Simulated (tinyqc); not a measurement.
# Thermionic-field emission through a Schottky barrier, WKB: current against forward bias

Metal on an n-type semiconductor with one parabolic valley; V > 0 is forward bias (metal positive). Energies E are counted from the conduction edge of the neutral semiconductor, whose Fermi level lies at -xi; that of the metal lies at -xi - V. The barrier is a parabola of height Vd = phi - xi - V (depletion approximation, no image force).

Nc = 2 (2 pi me m0 kB T/h^2)^1.5 (times 1e-6 for cm^-3); Nd = Nc F12(-xi/Vt), F12(x) = (2/sqrt(pi)) int_0^infinity sqrt(u)/(1 + exp(u - x)) du; E00 = (hbar/2) sqrt(Nd/(me m0 eps0 eps_r)) in SI units (volts). For E < Vd, ln T(E) = -(Vd/E00) [sqrt(1 - y) - y ln((1 + sqrt(1 - y))/sqrt(y))], y = E/Vd; T(E) = 1 above. J = A* T (q/kB) int_0^infinity T(E) N(E) dE, N = ln[(1 + exp((-xi - E)/Vt))/(1 + exp((-xi - V - E)/Vt))], A* = 4 pi q me m0 kB^2/h^3 (times 1e-4 for A/(cm^2 K^2)). The integral is converged to the digits shown; the share over the barrier is that of E > Vd, and 0 means below 1e-6 %. n = (dV/d ln J)/Vt.

Values chosen for this exercise; band and dielectric values close to those of cadmium telluride:
- T = 300 K (temperature)
- me = 0.101 m0 (electron mass)
- eps_r = 10.1 (relative permittivity)
- phi = 0.68 eV (barrier height seen from the metal)
- Nd = 2.5e19 cm^-3 (donor density)

Constants: q = 1.602176634e-19 C, kB = 1.380649e-23 J/K, eps0 = 8.8541878128e-12 F/m, hbar = 1.054571817e-34 J s, h = 6.62607015e-34 J s, m0 = 9.1093837015e-31 kg, Vt = kB T/q. Results are converted to the units shown.

Results:
```
V (V)  J (A/cm^2)  share over the barrier (%)  mean E/Vd      n
0.103     1.364e5                           0     0.2701  2.894
0.161     2.695e5                           0     0.2746  3.644
0.278     8.388e5                     2.30e-5     0.3016  4.216
0.336     1.418e6                     1.28e-4     0.3221  4.327
0.394     2.368e6                     7.24e-4     0.3465  4.422
0.452     3.909e6                     4.13e-3     0.3753  4.533
0.51      6.365e6                      0.0239     0.4096  4.679
```

Estimate the missing row, V = 0.22 V.

Computed row:
```
V (V)  J (A/cm^2)  share over the barrier (%)  mean E/Vd      n
0.22      4.872e5                     4.20e-6     0.2856  4.026
```

With this row back in the table: J rises from 1.36e5 to 6.36e6 A/cm^2, and n rises from 2.89 to 4.68. The Padovani-Stratton slope is (E00/Vt) coth(E00/Vt) = 3.56; the middle row is 22 % above it.

Range of the model: The depletion approximation, a parabolic band and the neglect of image-force lowering make these currents estimates at high doping.

tinyqc, about 0.05 s, one thread, Intel Xeon 2.30GHz (shared host): `OMP_NUM_THREADS=1 python tinyqc.py 2640107 2640108 out.jsonl`
